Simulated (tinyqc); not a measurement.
Contact resistivity and sheet resistance from two contact lengths.

Inverse problem. Rc = [sqrt(rc Rsh)/Wc] coth(Lc/(2 LT)), LT = sqrt(rc/Rsh), Wc = 48 nm; the second contact is twice as long as the first. Find LT, rc and Rsh.

Rc for Lc = 15 and 30 nm (ohm): 237.885068  141.201766

Answer. With t = tanh(Lc/(2 LT)) for the shorter contact, the resistance of the longer over that of the shorter is (1 + t^2)/2. Then sqrt(rc Rsh) = Rc t Wc, and rc and Rsh follow by multiplying and dividing by LT.

LT = 16.2 nm
rc = 8.00e-10 ohm cm^2
Rsh = 305 ohm

Computed by the program tinyqc: `OMP_NUM_THREADS=1 python tinyqc.py 2170022 2170023 out.jsonl`, one thread of a shared Intel Xeon 2.30GHz, about 0.02 s for the whole run.
